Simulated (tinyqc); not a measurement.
Worked calculation: linear model of a band gap against the share of exact exchange. Values are carried at full precision from step to step, so a last printed digit may differ when a step is redone from the rounded ones.

E(alpha) = E0 + S alpha. A wider gap screens less, modelled in the Penn form eps(alpha) = 1 + (e0 - 1)(EP/(EP + S alpha))^2 with a scale EP chosen for the exercise. A dielectric-dependent hybrid takes alpha = 1/eps.

Inputs chosen for the exercise (of the order of those of GaAs; shifted at random, so the results belong to these values and not to a real crystal):
- E0 = 0.54 eV (gap of the semi-local functional)
- S = 6.02 eV (slope dE/d(alpha))
- e0 = 11.55 (optical dielectric constant at alpha = 0)
- EP = 10.7 eV (energy scale of the screening)
- Et = 1.49 eV (target gap)
- a_start = 0.1 (starting alpha)
- fv = 0.6 (share of the opening taken by the valence edge)
- Ed = 0.38 eV (defect level above the semi-local valence top)
- cd = -0.1 (shift of the level per unit opening, on the scale of the mean potential)

## Fixed shares

Gap, error against the target and eps for alpha = 0, 0.25 and 1/e0; and the alpha that meets the target, (Et - E0)/S.

Results:
```
alpha   E (eV)  E - Et (eV)     eps
0.0000   0.540       -0.950  11.550
0.2500   2.045        0.555   9.109
0.0866   1.061       -0.429  10.593
```

alpha for the target = 0.1578

A quarter of exact exchange overshoots the target by 0.55 eV: the material needs 0.158, and 1/e0 = 0.087 lies closer to it than 0.25 does.

## Self-consistent share

Iterate alpha -> 1/eps(alpha) seven times from a_start. The fixed point solves alpha eps(alpha) = 1; the contraction factor there is 2 (eps - 1) S/((EP + S alpha) eps^2).

Iterates:
```
step    alpha      eps  E (eV)
0     0.10000  10.4560  1.1420
1     0.09564  10.5001  1.1157
2     0.09524  10.5042  1.1133
3     0.09520  10.5046  1.1131
4     0.09520  10.5046  1.1131
5     0.09520  10.5046  1.1131
6     0.09520  10.5046  1.1131
7     0.09520  10.5046  1.1131
```

fixed point = 0.09520
contraction factor = 0.0920

The factor is positive, so the iterates approach from one side, the error shrinking to 0.09 of itself each step; the gap is within 0.01 eV of its limit from step 1. Self-consistency moves the gap by +0.052 eV against the one-shot choice 1/e0, since a wider gap screens less.

## Band edges and a deep level

The opening c = S alpha lowers the valence top by fv c and raises the conduction edge by (1 - fv) c, both against the mean potential; the level moves by cd c. Use the fixed point. Compare with stretching the level in proportion to the gap and with pinning it to either edge.

opening c = 0.573 eV

shifts of the valence and conduction edges (eV): [-0.344, 0.229]

level above the valence top = 0.667 eV
level below the conduction edge = 0.447 eV

level above the valence top: stretched, tied to the valence edge, tied to the conduction edge (eV): [0.783, 0.380, 0.953]

The three recipes err by +0.12, -0.29 and +0.29 eV against alignment through the mean potential. With cd = -0.1 the level moves with the valence edge, by 0.17 times as much as that edge.

## Checks

- Fixed point by bisection against 60 substitutions: both 0.09520.

Run: tinyqc, `OMP_NUM_THREADS=1 python tinyqc.py 1881276 1881277 out.jsonl`; Intel(R) Xeon(R) Processor @ 2.30GHz, one thread, shared host; about 0.01 s of CPU time with all checks.
